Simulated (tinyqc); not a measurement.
# Ferroelectric switching by domains, Kolmogorov-Avrami-Ishibashi kinetics with Merz's law: several studies

A film poled to -Ps gets a pulse V of length t. Field E = V/d, characteristic time tau = t0 exp(Ea/E). The switched share is f = 1 - exp(-(t/tau)^m). P = Ps (2 f - 1).

Inputs (values chosen for the exercise): switchable polarisation Ps = 31 uC/cm^2; time prefactor t0 = 1.9 ns; activation field Ea = 11000 kV/cm; film thickness d = 50 nm; Avrami exponent m = 3; pulse voltage V = 12 V; pulse length tp = 290 ns.

Each table varies one quantity; the others keep the values above.

## Effect of the film thickness

t10, t50 and t90 are the pulse lengths for f = 0.1, 0.5 and 0.9; f is taken at tp.

Result of one run:
```
d (nm)  tau (ns)  t10 (ns)  t50 (ns)  t90 (ns)  f at tp
40        74.330    35.107    65.782    98.153   1.0000
```

What becomes of these results when the film thickness d is changed from 40 to 63 nm, all else the same?

Result of the changed run:
```
d (nm)  tau (ns)  t10 (ns)  t50 (ns)  t90 (ns)  f at tp
63        612.07    289.09    541.68    808.24  0.10090
```

The whole series:
```
d (nm)  tau (ns)  t10 (ns)  t50 (ns)  t90 (ns)    f at tp
25        18.794    8.8764    16.632    24.817     1.0000
31        32.574    15.385    28.828    43.014     1.0000
40        74.330    35.107    65.782    98.153     1.0000
50        185.90    87.800    164.52    245.48    0.97755
63        612.07    289.09    541.68    808.24    0.10090
79        2653.2    1253.1    2348.1    3503.5  0.0013050
100        18188    8590.4     16096     24017  4.0535e-6
```

As d goes from 25 to 100 nm, t50 rises from 16.6 to 16100 ns and f at tp falls from 1.00 to 4.05e-6; t90/t10 stays at 2.80, since only tau changes.

## Switched share against pulse length

Same model as above.

f(t) as above; slope = d ln(-ln(1 - f))/d ln t.

The same in every row: slope = 3.000.

Results:
```
tp (ns)        f  P (uC/cm^2)
51       0.02044       -29.73
63       0.03818       -28.63
78       0.07121       -26.59
96        0.1287       -23.02
150       0.4087       -5.663
180       0.5966        5.989
230       0.8495        21.67
280       0.9672        28.97
```

Estimate the missing row, tp = 120 ns.

Computed row:
```
tp (ns)       f  P (uC/cm^2)
120      0.2358       -16.38
```

With this row back in the table: The share f rises from 0.0204 to 0.967 over 0.74 decades of time; a single class with m = 3 needs 0.74 decades for the same change. The slope stays at 3.00.

## Effect of the pulse voltage

Same model as above.

Results:
```
V (V)  tau (ns)  t10 (ns)  t50 (ns)  t90 (ns)   f at tp
6       1.819e4      8590   1.610e4   2.402e4  4.054e-6
7.2        3947      1864      3493      5212  3.965e-4
8.7        1058     499.5     935.9      1396   0.02041
10        464.9     219.6     411.4     613.9    0.2155
12        185.9     87.80     164.5     245.5    0.9776
15        74.33     35.11     65.78     98.15     1.000
22        23.15     10.93     20.48     30.57     1.000
```

Estimate the missing row, V = 18 V.

Computed row:
```
V (V)  tau (ns)  t10 (ns)  t50 (ns)  t90 (ns)  f at tp
18        40.34     19.05     35.70     53.27    1.000
```

With this row back in the table: As V goes from 6 to 22 V, t50 falls from 16100 to 20.5 ns and f at tp rises from 4.05e-6 to 1.00; t90/t10 stays at 2.80, since only tau changes. At half the voltage of the last row tau would be 12.2 times longer.

tinyqc, about 0.01 s, one thread, Intel Xeon 2.30GHz (shared host): `OMP_NUM_THREADS=1 python tinyqc.py 2860103 2860104 out.jsonl`
